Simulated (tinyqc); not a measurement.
Vertical double-diffused power MOSFET, components of the on-resistance: one step of the calculation.

Stripe cells of pitch Wp + a, two channels a cell. Current flows through the channels, spreads in the accumulation layer, passes the gap between the p bodies and spreads at 45 degrees into the drift layer below them. Low drain voltage, full ionisation.

Task. Drift layer. Triangular field at breakdown with Ec = Kc N^(1/8): BV = eps0 eps_r Ec^2/(2 q N), so N = (eps0 eps_r Kc^2/(2 q BV))^(4/3); W = 2 BV/Ec; mu = mud (T/300 K)^(-bt); rho = 1/(q mu N); ideal resistance rho W.

Parameters, values chosen for the exercise; bulk values close to those of gallium nitride: temperature T = 400 K; relative permittivity eps_r = 9.46; critical-field constant Kc = 26200 V/cm per (cm^-3)^(1/8); rated breakdown voltage of the drift layer BV = 1200 V; drift mobility at 300 K mud = 877 cm^2/(V s); temperature exponent of the drift mobility bt = 2.2.

Constants: q = 1.602176634e-19 C, eps0 = 8.8541878128e-14 F/cm where lengths are in cm. Results are converted to the units shown.

Find: N; Ec; W; mu; rho; ideal resistance.

Result.

N = 1.7099e16 cm^-3
Ec = 2.8017 MV/cm
W = 8.5662 um
mu = 465.73 cm^2/(V s)
rho = 0.78378 ohm cm
ideal resistance = 0.67140 mohm cm^2

Program tinyqc, `OMP_NUM_THREADS=1 python tinyqc.py 2230043 2230044 out.jsonl`; Intel Xeon 2.30GHz, shared host, one thread, about 0.01 s.
